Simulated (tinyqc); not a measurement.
# Worked calculation: on-chip interconnect, size-dependent resistivity and RC delay

Numbers from tinyqc (`OMP_NUM_THREADS=1 python tinyqc.py 2100041 2100042 out.jsonl`; about 0.01 s on one thread of a shared Intel Xeon 2.30GHz). Printed values are rounded.

A rectangular line between two neighbours and two ground planes. Surface and grain-boundary scattering are added to the bulk resistivity as corrections; capacitances are parallel-plate values without fringing; inductance is ignored.

Inputs (values chosen for the exercise); metal values close to those of copper: bulk resistivity rho0 = 1.65 uohm cm; bulk mean free path lam = 38.7 nm; specular share of surface scattering ps = 0; reflection coefficient of grain boundaries Rg = 0.53; grain size over the metal width gr = 0.7; drawn line width wd = 110 nm; aspect ratio, height over width AR = 1.3; liner on both walls and the bottom, not conducting tl = 3 nm; space to the neighbouring lines sp = 130 nm; dielectric height to the planes above and below hd = 210 nm; relative permittivity of the dielectric ek = 3; Miller factor of the neighbours Mf = 1; line length Lw = 130 um; driver resistance Rd = 450 ohm; load capacitance Cl = 2.6 fF; time step dt = 1.4 ps.

Constants: eps0 = 8.8541878128e-12 F/m. Results are converted to the units shown.

## Resistivity, resistance and capacitance per length

Metal width x = wd - 2 tl, height y = AR wd - tl; grain boundaries (Mayadas-Shatzkes): al = (lam/(gr x)) Rg/(1 - Rg), g = 1/[1 - 3 al/2 + 3 al^2 - 3 al^3 ln(1 + 1/al)] - 1; surfaces (Fuchs-Sondheimer, thick limit): s = (3/8) lam (1 - ps)(1/x + 1/y); rho = rho0 (1 + g + s); r = rho/(x y); c = eps0 ek (2 wd/hd + 2 Mf AR wd/sp).

x = 104 nm
y = 140 nm
al = 0.599456
g = 0.836069
s = 0.243204
rho = 3.43080 uohm cm
r = 2.35632 ohm/um
c = 0.0862651 fF/um

rho is 2.08 times the bulk value; grain boundaries add more (0.836 against 0.243). The liner takes 7.44 % of the cross-section.

## Ladder and Elmore delays

7 equal pi sections: series Rs = r Lw/7; node capacitances c Lw/7, halved at nodes 0 and 7, with Cl added to node 7; Rd feeds node 0. Elmore delay of node k: the sum, over the resistors on the path to k, of resistance times all capacitance downstream of it.

Rs = 43.7602 ohm

```
node	C (fF)	Elmore delay (ps)
0	0.801033	6.21651
1	1.60207	6.78598
2	1.60207	7.28534
3	1.60207	7.71460
4	1.60207	8.07375
5	1.60207	8.36279
6	1.60207	8.58173
7	3.40103	8.73056
```

The far-end value equals Rd (c Lw + Cl) + r Lw (c Lw/2 + Cl) for any number of pi sections; the line resistance contributes 28.8 % of it.

## Step 1: node voltages after a time step

v at t = 0, node 0 to 7 (V): 0  0  0  0  0  0  0  0

A 1 V step is applied behind Rd at t = 0. C dv/dt = -G v + b, with G the conductance matrix of the ladder (1/Rs between neighbours, 1/Rd added at node 0) and b = (1 V/Rd, 0, ...). Trapezoidal step: (C/dt + G/2) v(new) = (C/dt - G/2) v + b.

v at t = 1 dt, node 0 to 7 (V): 0.468514  0.343046  0.251935  0.186056  0.138811  0.105469  0.082689  0.068190

## Step 2: node voltages after a time step

As before.

v at t = 2 dt, node 0 to 7 (V): 0.383764  0.393377  0.373675  0.340933  0.305069  0.271953  0.244948  0.225912

## Course in time

A 1 V step is applied behind Rd at t = 0. C dv/dt = -G v + b, with G the conductance matrix of the ladder (1/Rs between neighbours, 1/Rd added at node 0) and b = (1 V/Rd, 0, ...). Trapezoidal step: (C/dt + G/2) v(new) = (C/dt - G/2) v + b. The last column solves the same ladder exactly by its modes.

Voltages (V):
```
t (ps)	node 0	node 3	node 7	node 7, exact
1.400	0.4685	0.1861	0.0682	0.0854
2.800	0.3838	0.3409	0.2259	0.2281
4.200	0.6063	0.4192	0.3566	0.3516
5.600	0.5686	0.5350	0.4533	0.4555
7.000	0.7241	0.5927	0.5457	0.5427
8.400	0.6932	0.6706	0.6158	0.6160
9.800	0.8088	0.7144	0.6791	0.6775
11.20	0.7805	0.7667	0.7299	0.7292
12.60	0.8686	0.7997	0.7735	0.7726
14.00	0.8420	0.8348	0.8100	0.8090
15.40	0.9107	0.8596	0.8402	0.8396
16.80	0.8855	0.8830	0.8662	0.8653
```

The far end of the ladder reaches 0.5 V at 6.284 ps, 0.720 of its Elmore delay (ln 2 = 0.693 for a single pole); the slowest mode has a time constant of 8.018 ps. The largest error of the trapezoidal steps at that node is 17 mV. Node 0 swings up and down from step to step: the trapezoidal rule does not damp modes much faster than dt, so these swings are numerical.
